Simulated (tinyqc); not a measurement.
Brillouin zone and empty-lattice bands of the bcc structure: one step. Empty-lattice levels at Gamma, H and N.

Primitive vectors a (-1/2,1/2,1/2), a (1/2,-1/2,1/2), a (1/2,1/2,-1/2); one atom. Reciprocal vectors obey a_i.b_j = 2 pi delta_ij; k is given in units of 2 pi/a. Empty-lattice levels are c0 (2 pi/a)^2 |k + G|^2, c0 = hbar^2/2m0. Points: H = (1, 0, 0), N = (0.5, 0.5, 0), P = (0.5, 0.5, 0.5).

Constants: hbar^2/2m0 = 3.80998211 eV angstrom^2.

Inputs chosen for the exercise (out of a larger set: lattice near that of K; not measured data): a = 5.311 angstrom (lattice constant).

Task: Give the five lowest values of |k + G|^2 with their degeneracy (spin not counted).

Give: a table of point, |k + G|^2, degeneracy, E (eV).

Result:

Levels:
```
point,|k + G|^2,degeneracy,E (eV)
Gamma,0.0000,1,0.000
Gamma,2.0000,12,10.665
Gamma,4.0000,6,21.330
Gamma,6.0000,24,31.995
Gamma,8.0000,12,42.660
H,1.0000,6,5.332
H,3.0000,8,15.997
H,5.0000,24,26.662
H,9.0000,30,47.992
H,11.0000,24,58.657
N,0.5000,2,2.666
N,1.5000,4,7.999
N,2.5000,4,13.331
N,3.5000,8,18.664
N,4.5000,6,23.996
```

The lowest level is 6-fold at H and 2-fold at N: as many zones meet there, and these are the lowest sets at these points on which a weak potential acts.

tinyqc: `OMP_NUM_THREADS=1 python tinyqc.py 1850269 1850270 out.jsonl`; about 0.02 s, one thread, shared Intel(R) Xeon(R) Processor @ 2.30GHz.
